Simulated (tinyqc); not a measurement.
Raising D: domain walls in a thin film with perpendicular anisotropy: Bloch, Neel and chiral walls, motion and stripe domains. Computed by tinyqc, a small Python program. Command: `OMP_NUM_THREADS=1 python tinyqc.py 3019413 3019414 out.jsonl mwall walk`. One thread of a shared host (Intel(R) Xeon(R) Processor @ 2.30GHz), about 0.01 s of CPU time with the checks.

One-dimensional wall: polar angle theta(x), azimuth phi of the moment in the wall (phi = 0 Neel, 90 degrees Bloch). mu_0 = 1.25663706212e-6 T m/A, gamma = 1.76085963023e11 rad/(s T).

Inputs (values chosen for the exercise, for a model film):
```
quantity                      value    unit
saturation magnetisation M_s    756    kA/m
exchange stiffness A             15    pJ/m
uniaxial anisotropy K_u         974  kJ/m^3
DMI constant D                  1.8  mJ/m^2
thickness t                     1.9      nm
```

Method. K_eff = K_u - mu_0 M_s^2/2; Delta = sqrt(A/K_eff); sigma_0 = 4 sqrt(A K_eff); profile theta = 2 arctan exp(x/Delta); quality factor Q = 2 K_u/(mu_0 M_s^2). sigma(phi) = sigma_0 + 2 Delta K_D cos^2(phi) - pi D cos(phi), with the wall shape anisotropy K_D = N_x mu_0 M_s^2/2, N_x = t ln 2/(pi Delta). The minimum has cos(phi) = D/D_N for D < D_N = 4 Delta K_D/pi and phi = 0 beyond; sigma turns negative at D_c = (sigma_0 + 2 Delta K_D)/pi.

D_N = 0.191674 mJ/m^2

D_c = 3.96267 mJ/m^2

width parameter Delta = 4.93908 nm

sigma_0 = 12.1480 mJ/m^2

Wall against D; the last column is the Kaplan-Gehring width, log10[0.955 t exp(pi sigma/(mu_0 M_s^2 t))/nm], with a dash where it falls below 10 Delta and the formula fails:
```
D (mJ/m^2)  phi (degrees)  sigma (mJ/m^2)  sigma/sigma_0  log10 domain width
0.038              78.565          12.136        0.99903              12.393
0.096              59.944          12.072        0.99378              12.329
0.150              38.503          11.964        0.98482              12.220
0.790               0.000           9.967        0.82048              10.224
1.600               0.000           7.423        0.61101               7.680
2.400               0.000           4.909        0.40412               5.167
3.200               0.000           2.396        0.19723               2.654
3.600               0.000           1.139        0.09379                   -
```

What follows from these numbers?

D_N is 5 % of D_c, so a small D fixes the chirality long before it lowers the energy much. Beyond D_N sigma falls by pi per unit of D, and the domain width, which has sigma in an exponent, drops by 9.7 decades over the valid rows (values above 6 mean a single domain in any device).

Extremes, crossings and ranges named in words are read from the listed rows.
